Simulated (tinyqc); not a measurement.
Grain growth, pinning, strength and diffusional creep of a polycrystal or thin film: one step, computed by the program tinyqc.

One mean grain size d describes the structure.

Task: Diffusional creep at T_c. Nabarro-Herring rate = 14 sigma Omega D_l/(k_B T d^2), D_l = D0 exp(-Q_l/(k_B T)); Coble rate = 14 pi sigma Omega delta D_b/(k_B T d^3), delta D_b = delta D0b exp(-Q_b/(k_B T)); they are equal at d_x = pi delta D_b/D_l.

Inputs (values chosen for the exercise, modelled on nickel):

| quantity | value | unit |
|---|---|---|
| atomic volume Omega | 10.94 | angstrom^3 |
| anneal temperature T | 720 | K |
| lattice diffusion energy Q_l | 2.82 | eV |
| boundary diffusion energy Q_b | 1.24 | eV |
| lattice prefactor D0 | 0.00015 | m^2/s |
| boundary prefactor delta D0b | 6.7e-15 | m^3/s |
| applied stress sigma | 23 | MPa |
| service temperature T_c | 824 | K |

grain size d = 156.6276 nm

Constants: k_B = 1.380649e-23 J/K; k_B = 8.617333262e-05 eV/K.

Give: Nabarro-Herring rate; Coble rate; crossover size d_x; time to 1 % strain.

Result:

Nabarro-Herring rate = 1.070e-08 1/s

Coble rate = 0.04419 1/s

crossover size d_x = 6.468e+05 micrometre

time to 1 % strain = 0.2263 s

Boundary diffusion carries the creep, by a factor 4.1e6. Caution: T_c is above the anneal temperature, so the grains would go on growing in service.
